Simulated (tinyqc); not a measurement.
Inside a calculation. Method: MP2 on RHF in the sto-3g basis, for H3+, spin multiplicity 1. One step of it, computed by the program tinyqc.

Question. Iteration 3 (converged): orbitals. Diagonalise F' = X^T F X, C = X C', fill 1 alpha and 1 beta electrons from the bottom; D = 2 C_occ C_occ^T. Each column has its largest component positive (the first on a tie).

converged F (hartree):
```
,1H 1s,2H 1s,3H 1s
1H 1s,-0.746897,-0.705320,-0.705099
2H 1s,-0.705320,-0.747107,-0.705405
3H 1s,-0.705099,-0.705405,-0.746955
```

X:
```
,1H 1s,2H 1s,3H 1s
1H 1s,1.161274,-0.223275,-0.223059
2H 1s,-0.223275,1.161439,-0.223359
3H 1s,-0.223059,-0.223359,1.161320
```

Give: F' = X^T F X; orbital energies; coefficients C; D after iteration 3.

Answer.

F' = X^T F X (hartree):
```
,1,2,3
1,-0.421,-0.341,-0.341
2,-0.341,-0.421,-0.341
3,-0.341,-0.341,-0.421
```

orbital energies (hartree): MO1 -1.103, MO2 -0.080, MO3 -0.080

coefficients C:
```
,MO1,MO2,MO3
1H 1s,0.413,1.047,-0.427
2H 1s,0.413,-0.154,1.120
3H 1s,0.413,-0.893,-0.693
```

D after iteration 3:
```
,1H 1s,2H 1s,3H 1s
1H 1s,0.341,0.341,0.341
2H 1s,0.341,0.341,0.341
3H 1s,0.341,0.341,0.341
```
